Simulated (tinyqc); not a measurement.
What moves the results: heavy doping: gap narrowing, degeneracy and the minority density. A value that a table varies takes the place of the one given here.

F_j(eta) = (1/Gamma(j + 1)) integral_0^infinity x^j dx/(1 + exp(x - eta)), which tends to exp(eta) for eta << 0.

Empirical narrowing (Slotboom form, constants chosen for the exercise; published fits of this form give the apparent narrowing, here it is taken as the true one): dEg = E0 [ln(N/N0) + sqrt(ln(N/N0)^2 + C)].

Majority: N = Nc F_1/2(eta), eta the distance of EF beyond the majority band edge in kT. Degeneracy factor gam = F_1/2(eta)/exp(eta). ni0^2 = Nc Nv exp(-Eg/kT); product n p = ni0^2 gam exp(dEg/kT), dEg the true narrowing; apparent narrowing dEa = dEg + kT ln gam; minority density = n p/N.

Bipolar transistor with N as emitter doping: beta = K (N/NB) exp((dEa_B + dG - dEa_E)/kT), dEa_E = dEg(N) + kT ln gam, dEa_B = dEg(NB). For the sweep in T, Nc is scaled as (T/T0)^(3/2) from its value at T0 = T.

Constants: kB = 8.617333262e-05 eV/K.

Parameters, chosen for this exercise (gap and densities of states near those of Si at this temperature; narrowing constants near the fits for Si; the results hold for these values, not for the real material): Eg = 1.117 eV (gap); Nc = 2.71e+19 1/cm^3 (conduction-band density of states); Nv = 1.15e+19 1/cm^3 (valence-band density of states); T = 300 K; E0 = 6.31 meV (narrowing scale); N0 = 8.7e+16 1/cm^3 (onset density); C = 0.5 (smoothing constant); N = 1.1e+18 1/cm^3 (ionised donors, equal to the majority density); NB = 9e+16 1/cm^3 (base doping); K = 3.9 (ratio (D_B W_E)/(D_E W_B)); dG = 50 meV (extra narrowing of the base by alloying).

## Narrowing against degeneracy

N takes the values listed; the last column is N over the factor gam exp(dEg/kT), the doping that a simple model would need to give the same minority density.

Results:
```
N (1/cm^3)    eta      gam  dEg (meV)  dEa (meV)  minority (1/cm^3)  effective doping (1/cm^3)
8.0e+16     -5.82    0.999        4.0        3.9                780                   6.87e+16
3.0e+17     -4.50    0.996       16.8       16.7                341                   1.57e+17
8.0e+17     -3.51    0.990       28.7       28.4                201                   2.66e+17
3.0e+18     -2.16    0.962       45.1       44.1               98.4                   5.45e+17
8.0e+18     -1.12    0.901       57.4       54.7               55.6                   9.64e+17
3.0e+19      0.49    0.680       74.0       64.0               21.3                   2.52e+18
8.0e+19      2.09    0.366       86.3       60.4               6.92                   7.74e+18
2.0e+20      4.39   0.0918       97.9       36.1               1.08                   4.94e+19
5.0e+20      8.34  0.00440      109.4      -30.9             0.0325                   1.65e+21
```

dEg grows steadily to 109.4 meV, while the apparent value peaks at 64.0 meV for N = 3e+19 and falls to -30.9 meV as the Fermi level enters the band (a negative value is not met in measurements: parabolic bands with a fixed mass overstate the filling). N grows by a factor 38 from the third to the sixth row and the effective doping by 9.5: net of degeneracy, narrowing takes away 75 % of the factor gained by heavier doping.

## Current gain against temperature

Gain:
```
T (K)  beta  beta with dG = 0  without narrowing
150     273              5.71               47.7
200     176              9.67               47.7
250     135              13.3               47.7
300     113              16.4               47.7
350     100              19.1               47.7
400    91.2              21.4               47.7
450    84.8              23.4               47.7
```

dEa_B + dG - dEa_E at T0 = 22.4 meV

beta is 273 at 150 K and 84.8 at 450 K, since the net exponent is positive: the gap is narrower in the base. At 300 K narrowing and degeneracy change the gain by a factor 0.344 and alloying the base by 6.92.

## What moves the minority density and the gain

All results formed anew. Each row changes one parameter from the base and keeps the others.

Results:
```
case                  dEg (meV)  dEa (meV)  minority (1/cm^3)  beta
base                      32.63      32.26                170   113
N = 2.2e+18 1/cm^3        41.25      40.51                117   165
E0 = 7.572 meV            39.15      38.78                218  91.4
N0 = 1.74e+17 1/cm^3      24.10      23.73                122   142
Eg = 1.137 eV             32.63      32.26               78.2   113
Nc = 3.52e+19 1/cm^3      32.63      32.34                221   113
NB = 1.8e+17 1/cm^3       32.63      32.26                170  72.4
```

The largest shifts from the base row, up to three for each result and ties (the steps differ in size, so this ranks the rows, not the parameters). dEg (meV): N +8.62, N0 -8.53, E0 +6.53; unchanged at the printed digits by Eg, Nc and NB. dEa (meV): N0 -8.53, N +8.25, E0 +6.53; unchanged at the printed digits by Eg and NB. minority (1/cm^3): Eg -91.4, N -52.9, Nc +51.4; unchanged at the printed digits by NB. beta: N +51.5, NB -41.1, N0 +28.5; unchanged at the printed digits by Eg and Nc.

Run: tinyqc, `OMP_NUM_THREADS=1 python tinyqc.py 1652267 1652268 out.jsonl`; Intel(R) Xeon(R) Processor @ 2.30GHz, one thread, shared host; about 0.01 s of CPU time with all checks.
